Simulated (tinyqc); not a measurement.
Inside a calculation. Model: small-signal admittance of a forward-biased p+-n diode.

Program tinyqc, `OMP_NUM_THREADS=1 python tinyqc.py 2890206 2890207 out.jsonl`; Intel Xeon 2.30GHz, shared host, one thread, about 0.01 s. Printed values are rounded.

Holes injected into a neutral base of width wb with an ohmic contact at its end; low injection, p0 far above the equilibrium density. A small voltage v exp(i w t), w = 2 pi f, modulates the edge density by p0 v/Vt, and the small-signal density obeys Dp d2p/dx2 = (1/tau + i w) p.

Values chosen for this exercise; permittivity close to that of germanium:
```
symbol   value    unit                                   meaning
T          300       K                               temperature
eps_r       16                             relative permittivity
Nd      1.5e16   cm^-3                 donor density of the base
Dp          44  cm^2/s                hole diffusion coefficient
tau       6e-8       s                             hole lifetime
wb         6.5      um                 width of the neutral base
p0      1.2e13   cm^-3  excess hole density at the junction edge
Na        8e18   cm^-3           acceptor density of the p+ side
f          9e6      Hz                          signal frequency
```

Constants: q = 1.602176634e-19 C, kB = 1.380649e-23 J/K, Vt = kB T/q, eps0 = 8.8541878128e-14 F/cm where lengths are in cm. Results are converted to the units shown.

## Closed-form admittance

L = sqrt(Dp tau); direct current J = (q Dp p0/L) coth(wb/L); k = sqrt(1 + i w tau)/L; diffusion admittance Y = (q Dp p0/Vt) k coth(k wb) = G + i w C_diff; junction capacitance C_j = sqrt(q eps0 eps_r Nd/(2 Vr)) in the depletion approximation, with the remaining barrier Vr = Vt ln(Na/p0), a rough value under forward bias; base-width modulation is left out.

L = 16.24808 um
J = 0.1370158 A/cm^2
k wb = 0.6025474+0.4505834i
Y = 5.331448+0.890592i S/cm^2
C_diff = 0.01574912 uF/cm^2
C_j = 0.07007417 uF/cm^2

G is 1.01 times its low-frequency value J/Vt, and C_diff is 0.225 times C_j.

## The same by finite differences

6 equal intervals, h = wb/6; u = small-signal density over its edge value, u_0 = 1, u_6 = 0; u_(i-1) + b u_i + u_(i+1) = 0 with b = -2 - h^2 (1/tau + i w)/Dp; Y = (q Dp p0/(Vt h)) (-b/2 - u_1), which includes the half box at the edge.

b = -2.004445-0.015083i
u, node 1 to 5: 0.8256286-0.0223840i  0.6552652-0.0324144i  0.4883037-0.0327054i  0.3240062-0.0257765i  0.1615379-0.0140752i
Y on the mesh = 5.334139+0.903922i S/cm^2

Against the closed form the real part is 0.050 % above it and the imaginary part 1.5 % above it; |k h| = 0.13.
